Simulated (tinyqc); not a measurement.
From results back to parameters: smearing for a one-band metal on the bcc lattice. Five cases, with inputs chosen for the exercise.

Problem. With Gaussian smearing, f = erfc(x)/2, s = exp(-x^2)/(2 sqrt(pi)), x = (E_k - mu)/sigma and free energy F = E - sigma S, small widths give F(sigma) = E0 - D sigma^2/4, where D is the density of states at the Fermi level (both spins, per cell). F at two widths was computed from hidden E0 and D.

Find: D; E0.

Method. D = 4 (F(s1) - F(s2))/(s2^2 - s1^2); E0 = F(s1) + D s1^2/4.

Case 1.

Values chosen: s1 = 0.082 eV; s2 = 0.164 eV.
F(s1) = -1.7584911 eV
F(s2) = -1.7641645 eV

Solution.

D = 1.125 1/eV
E0 = -1.7566 eV

Case 2.

Values chosen: s1 = 0.105 eV; s2 = 0.21 eV.
F(s1) = -1.6284394 eV
F(s2) = -1.6474575 eV

Solution.

D = 2.300 1/eV
E0 = -1.6221 eV

Case 3.

Values chosen: s1 = 0.111 eV; s2 = 0.222 eV.
F(s1) = -2.0824626 eV
F(s2) = -2.0895502 eV

Solution.

D = 0.767 1/eV
E0 = -2.0801 eV

Case 4.

Values chosen: s1 = 0.05 eV; s2 = 0.1 eV.
F(s1) = -1.0619400 eV
F(s2) = -1.0629600 eV

Solution.

D = 0.544 1/eV
E0 = -1.0616 eV

Case 5.

Values chosen: s1 = 0.134 eV; s2 = 0.268 eV.
F(s1) = -2.9025924 eV
F(s2) = -2.9076694 eV

Solution.

D = 0.377 1/eV
E0 = -2.9009 eV

Computed by tinyqc, one run a case: `OMP_NUM_THREADS=1 python tinyqc.py N N+1 out.jsonl` with N = 1651679, 1651695, 1651711, 1652465, 1652516; one thread of a shared Intel(R) Xeon(R) Processor @ 2.30GHz, about 0.3 s a run at most.
